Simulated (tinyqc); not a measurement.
# Admittance spectroscopy of a deep trap: admittance against frequency

Schottky contact on an n-type layer with shallow donors Nd (all ionised) and a donor-like deep trap, neutral when filled and positive when empty; depletion approximation. Traps within lam of the depletion edge stay filled. The traps at xt = W - lam, where the level crosses the Fermi level, follow a slow signal and not a fast one. w = 2 pi f.

Emission rate en = sn vth(T) Nc(T) exp(-Et/kB T) = sn g T^2 exp(-Et/kB T), g = vth Nc/(300 K)^2, as vth goes as T^0.5 and Nc as T^1.5 (degeneracy factor 1). lam = sqrt(2 eps0 eps_r (EF - ET)/(q Nd)), EF - ET = Et - (kB T/q) ln(Nc(T)/Nd), Nc(T) = Nc (T/300 K)^1.5. In the steady state at the band bending V, 2 eps0 eps_r V/q = Nd W^2 + Nt (W - lam)^2 (the second term only if W > lam). V = Vbi + Vr. C_HF = eps0 eps_r/W, C_LF = eps0 eps_r (Nd + Nt)/(Nd W + Nt xt). Inflection frequency w0 = 2 en [1 + Nt xt/(Nd W)]; C = C_HF + (C_LF - C_HF)/(1 + (w/w0)^2), G/w = (C_LF - C_HF)(w/w0)/(1 + (w/w0)^2).

Parameters, values chosen for the exercise; material values close to those of germanium:
- eps_r = 15.8 (relative permittivity)
- Nc = 1.05e19 cm^-3 (conduction-band density of states at 300 K)
- vth = 3.4e7 cm/s (thermal velocity at 300 K)
- Nd = 1.7e16 cm^-3 (shallow donor density)
- Vbi = 0.47 V (built-in voltage)
- Et = 0.3 eV (depth of the trap below the conduction edge)
- sn = 3.6e-17 cm^2 (capture cross-section)
- Nt = 1.2e15 cm^-3 (trap density)
- Vr = 0.9 V (reverse bias)
- T = 351 K (temperature)

Constants: q = 1.602176634e-19 C, kB = 1.380649e-23 J/K, eps0 = 8.8541878128e-14 F/cm where lengths are in cm. Results are converted to the units shown.

Admittance against frequency:

| f (Hz) | C (nF/cm^2) | G/w (nF/cm^2) |
|---|---|---|
| 11000 | 38.68 | 0.02638 |
| 23000 | 38.67 | 0.05489 |
| 49000 | 38.66 | 0.1144 |
| 1e5 | 38.60 | 0.2146 |
| 2.2e5 | 38.42 | 0.3353 |
| 4.7e5 | 38.17 | 0.3112 |
| 9.9e5 | 38.04 | 0.1879 |
| 2.1e6 | 37.99 | 0.09438 |
| 4.5e6 | 37.98 | 0.04470 |
| 9.5e6 | 37.98 | 0.02124 |

What does the table show?

C falls from 38.7 to 38.0 nF/cm^2, between C_LF = 38.7 and C_HF = 38.0, and G/w goes from 0.0264 through a maximum of 0.335 (at f = 2.2e5 Hz among the rows listed) to 0.0212 nF/cm^2. The exact peak is half of the step, 0.348 nF/cm^2, at 2.90e5 Hz.

Computed by the program tinyqc: `OMP_NUM_THREADS=1 python tinyqc.py 2050024 2050025 out.jsonl`, one thread of a shared Intel Xeon 2.30GHz, about 0.01 s for the whole run.
